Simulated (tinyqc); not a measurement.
On-chip interconnect, size-dependent resistivity and RC delay: delay against the line length.

A rectangular line between two neighbours and two ground planes. Surface and grain-boundary scattering are added to the bulk resistivity as corrections; capacitances are parallel-plate values without fringing; inductance is ignored.

Metal width x = wd - 2 tl, height y = AR wd - tl; grain boundaries (Mayadas-Shatzkes): al = (lam/(gr x)) Rg/(1 - Rg), g = 1/[1 - 3 al/2 + 3 al^2 - 3 al^3 ln(1 + 1/al)] - 1; surfaces (Fuchs-Sondheimer, thick limit): s = (3/8) lam (1 - ps)(1/x + 1/y); rho = rho0 (1 + g + s); r = rho/(x y); c = eps0 ek (2 wd/hd + 2 Mf AR wd/sp). Elmore delay tE = Rd (c Lw + Cl) + r Lw (c Lw/2 + Cl); t50 is the time at which the far end of a ladder of 30 pi sections (half capacitances at both ends, Cl at the far end, a step applied through Rd) reaches half the step; line share r Lw/(Rd + r Lw); estimate 0.69 Rd (c Lw + Cl) + 0.38 r c Lw^2 + 0.69 r Lw Cl.

Parameters, values chosen for the exercise; metal values close to those of copper:
```
symbol,value,unit,meaning
rho0,1.72,uohm cm,bulk resistivity
lam,39.3,nm,bulk mean free path
ps,0,,specular share of surface scattering
Rg,0.21,,reflection coefficient of grain boundaries
gr,2,,grain size over the metal width
wd,19,nm,drawn line width
AR,1.6,,"aspect ratio, height over width"
tl,2.2,nm,"liner on both walls and the bottom, not conducting"
sp,19,nm,space to the neighbouring lines
hd,35,nm,dielectric height to the planes above and below
ek,2.5,,relative permittivity of the dielectric
Mf,1,,Miller factor of the neighbours
Rd,3400,ohm,driver resistance
Cl,0.21,fF,load capacitance
```

Constants: eps0 = 8.8541878128e-12 F/m. Results are converted to the units shown.

The same in every row: rho (uohm cm) = 5.225; r (ohm/um) = 126.9; c (fF/um) = 0.09487.

Delay against the line length:
```
Lw (um)	tE (ps)	t50 (ps)	estimate (ps)	line share of the resistance (%)
1	1.069	0.7426	0.7382	3.598
3	1.816	1.269	1.257	10.07
7	3.453	2.438	2.403	20.72
20	10.11	7.289	7.142	42.74
50	33.22	24.54	23.98	65.11
100	95.83	71.77	70.34	78.87
400	1104	834.9	828.9	93.72
1000	6369	4824	4816	97.39
3000	5.522e4	4.183e4	4.190e4	99.11
```

What does the comparison show?

As Lw goes from 1 to 3000, r stays at 127 ohm/um, c stays at 0.0949 fF/um and t50 rises from 0.743 to 41800 ps. t50/tE lies between 0.695 and 0.757, and the estimate is within 2.3 % of t50. The delay goes as Lw^(0.49) for the shortest lines and Lw^(1.97) for the longest; the line resistance equals Rd at 26.8 um.

Range of the model: The metal width is under the mean free path, where the thick-limit surface term and the simple sum of corrections lose accuracy.

Program tinyqc, `OMP_NUM_THREADS=1 python tinyqc.py 2100098 2100099 out.jsonl`; Intel Xeon 2.30GHz, shared host, one thread, about 0.01 s.
